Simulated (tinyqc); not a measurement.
Quasiparticle equation with a plasmon-pole self-energy for two band edges: sweeps and comparisons. A value that a table varies takes the place of the one given here.

For each edge E = e + X + Sc(E), with the correlation part Sc(E) = A[0]/(E - a + w) + A[1]/(E - b - w); a and b are the valence and conduction energies that enter the Green function (a = ev, b = ec in the one-shot scheme). Z = 1/(1 - dSc/dE), dSc/dE = -A[0]/(E - a + w)^2 - A[1]/(E - b - w)^2.

Values chosen for the exercise (scales of the order of those of SiC; shifted at random, so the results belong to these values and not to a real crystal):
- ev = 0 eV (mean-field valence top)
- ec = 2.25 eV (mean-field conduction edge)
- w = 20.6 eV (pole energy)
- Av = (79, 38.4) eV^2 (weights of the valence state on the hole and electron poles)
- Ac = (42.9, 77.8) eV^2 (the same for the conduction state)
- Xv = -3.01 eV (exchange minus the mean-field potential, valence)
- Xc = 2.38 eV (the same, conduction)

## Schemes compared

Z = 1; linearised; exact one-shot; energies updated in G (a, b); updated in G and W, where w grows by half of the opening of the gap (a rule chosen for the exercise).

Results (eV):
```
scheme               Ev     Ec    gap  opening
mean field        0.000  2.250  2.250    0.000
Z = 1            -0.856  2.731  3.586    1.336
linearised       -0.679  2.630  3.309    1.059
one-shot, exact  -0.677  2.629  3.306    1.056
update G         -0.774  2.640  3.414    1.164
update G and W   -0.841  2.699  3.540    1.290
```

The openings run from 1.056 (one-shot, exact) to 1.336 eV (Z = 1). Linearising moves the gap by 3 meV, updating G +108 meV and updating W a further +126 meV: once Z is kept, the level of self-consistency matters more than linearising.

## The starting point

The mean-field gap is opened by d (ev lowered by d/2, ec raised by d/2) and X is changed by the opposite amounts, so that e + X stays; one-shot and G-updated gaps.

Gaps (eV):
```
d    start  one-shot  update G
0.0  2.250    3.3062    3.4139
0.2  2.450    3.3251    3.4139
0.4  2.650    3.3438    3.4139
0.6  2.850    3.3624    3.4139
0.9  3.150    3.3901    3.4139
1.2  3.450    3.4176    3.4139
1.6  3.850    3.4537    3.4139
```

The one-shot gap moves by a fraction 0.09 of any change of the starting gap, while the updated gap, 3.4139 eV, does not depend on it. The two agree where the start already equals the result, near d = 1.16 eV. A real change of starting point alters the orbitals and the screening too; this model holds both fixed.

## What each parameter does

Exact one-shot edges and Z of the valence state there. Each row changes one parameter from the base and keeps the others.

Results:
```
case                     Ev (eV)  Ec (eV)  gap (eV)       Z
base                     -0.6769   2.6293    3.3062  0.7884
w = 21.63 eV             -0.7786   2.7160    3.4946  0.8033
Xv = -3.11 eV            -0.7557   2.6293    3.3850  0.7877
Xc = 2.48 eV             -0.6769   2.7080    3.3849  0.7884
ec = 2.35 eV             -0.6715   2.7230    3.3945  0.7888
Av = (82.95, 38.4) eV^2  -0.5217   2.6293    3.1510  0.7837
Ac = (42.9, 81.69) eV^2  -0.6769   2.4788    3.1557  0.7884
```

The largest shifts from the base row, up to three for each result and ties (the steps differ in size, so this ranks the rows, not the parameters). Ev (eV): Av +0.1552, w -0.1016, Xv -0.0788; unchanged at the printed digits by Xc and Ac. Ec (eV): Ac -0.1505, ec +0.0938, w +0.0868; unchanged at the printed digits by Xv and Av. gap (eV): w +0.1884, Av -0.1552, Ac -0.1505. Z: w +0.0149, Av -0.0047, Xv -0.0007; unchanged at the printed digits by Xc and Ac.

Computed by tinyqc, a small Python program: `OMP_NUM_THREADS=1 python tinyqc.py 1881226 1881227 out.jsonl` (the numbers bound the seed that draws the inputs); one thread of a shared host (Intel(R) Xeon(R) Processor @ 2.30GHz), about 0.02 s for the whole set of steps.
